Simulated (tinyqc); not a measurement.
Disorder broadening of a one-dimensional band in the self-consistent Born approximation: effect of the disorder strength.

The local Green function is G = g0(z - Sigma) with z = E + i eta and g0(z) = 1/(sqrt(z - 2t) sqrt(z + 2t)), principal roots; the self-energy is Sigma = D G. The density of states is -Im G/pi.

Sigma is iterated to self-consistency (retarded branch, Im Sigma < 0); first Born means Sigma = D g0(z) put once into G = g0(z - Sigma); clean means Sigma = 0.

Values chosen for this exercise:
- t = 0.6 eV (hopping)
- eta = 0.018 eV (bare broadening)
- E = 0.181 eV (energy from the band centre)

The same in every row: DOS, clean (1/eV) = 0.2683.

Result of one run:
```
D (eV^2)  Re Sigma (eV)  Im Sigma (eV)  DOS, self-consistent (1/eV)  DOS, first Born (1/eV)
0.015          4.977e-5       -0.01264                       0.2682                  0.2682
```

What becomes of these results when the variance of the random site energy D is changed from 0.015 to 0.0091 eV^2, all else the same?

Result of the changed run:
```
D (eV^2)  Re Sigma (eV)  Im Sigma (eV)  DOS, self-consistent (1/eV)  DOS, first Born (1/eV)
0.0091         2.530e-5      -0.007669                       0.2683                  0.2683
```

The whole series:
```
D (eV^2)  Re Sigma (eV)  Im Sigma (eV)  DOS, self-consistent (1/eV)  DOS, first Born (1/eV)
0.0011         2.256e-6      -9.271e-4                       0.2683                  0.2683
0.0018         3.807e-6      -0.001517                       0.2683                  0.2683
0.0031         6.925e-6      -0.002613                       0.2683                  0.2683
0.0053         1.290e-5      -0.004467                       0.2683                  0.2683
0.0091         2.530e-5      -0.007669                       0.2683                  0.2683
0.015          4.977e-5       -0.01264                       0.2682                  0.2682
0.026          1.122e-4       -0.02190                       0.2682                  0.2682
0.045          2.713e-4       -0.03789                       0.2680                  0.2680
0.077          6.828e-4       -0.06474                       0.2676                  0.2676
```

|Im Sigma| rises from 9.27e-4 to 0.0647 eV, as D^(1.00) between the first two rows and D^(1.00) between the last two (the golden rule gives power 1, broadening wider than the band power 1/2). First Born is within 0.01 % of the self-consistent density of states in the first row and within 0.01 % of it in the last.

Range of the model: The self-consistent Born approximation misses band tails from rare fluctuations and localisation.

Numbers from tinyqc (`OMP_NUM_THREADS=1 python tinyqc.py 2720107 2720108 out.jsonl`; about 0.02 s on one thread of a shared Intel Xeon 2.30GHz).
